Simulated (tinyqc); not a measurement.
## Trap density from the barrier height

Inverse problem. In a partly depleted grain with all boundary traps filled, 2 N W = Qt and VB = q N W^2/(2 eps0 eps_r). Find Qt, W and the doping at which VB would equal Vt.

Inputs (values chosen for the exercise):
- T = 300 K (temperature)
- eps_r = 11.7 (relative permittivity)

Constants: q = 1.602176634e-19 C, kB = 1.380649e-23 J/K, Vt = kB T/q, eps0 = 8.8541878128e-14 F/cm where lengths are in cm. Results are converted to the units shown.

doping = 4.6e18 cm^-3
barrier height = 0.088929049 V

Answer. Eliminating W gives VB = q Qt^2/(8 eps0 eps_r N), which falls as 1/N.

Qt = 4.60e12 cm^-2
W = 5.00 nm
doping for VB = Vt = 1.58e19 cm^-3

Computed by the program tinyqc: `OMP_NUM_THREADS=1 python tinyqc.py 2830005 2830006 out.jsonl`, one thread of a shared Intel Xeon 2.30GHz, about 0.01 s for the whole run.
